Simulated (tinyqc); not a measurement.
# Exponent and activation energy from three stresses

Question. Oxide breakdown follows t63 = a V^(-n) exp(Ea q/(kB T)). Find n, Ea and the E-model slope gamma = n/E (cm/MV) at the higher voltage, E = V/tox.

Parameters, values chosen for the exercise: oxide thickness tox = 4.2 nm.

Constants: q = 1.602176634e-19 C, kB = 1.380649e-23 J/K. Results are converted to the units shown.

t63 at (3.16 V, 423 K), (4.43 V, 423 K) and (4.43 V, 448 K) (s): [1.3606430e6, 12.628836, 3.5989395]

Answer. The two voltages give n and the two temperatures Ea.

n = 34.30
Ea = 0.8200 eV
gamma = 3.252 cm/MV

Numbers from tinyqc (`OMP_NUM_THREADS=1 python tinyqc.py 2070124 2070125 out.jsonl`; about 0.01 s on one thread of a shared Intel Xeon 2.30GHz).
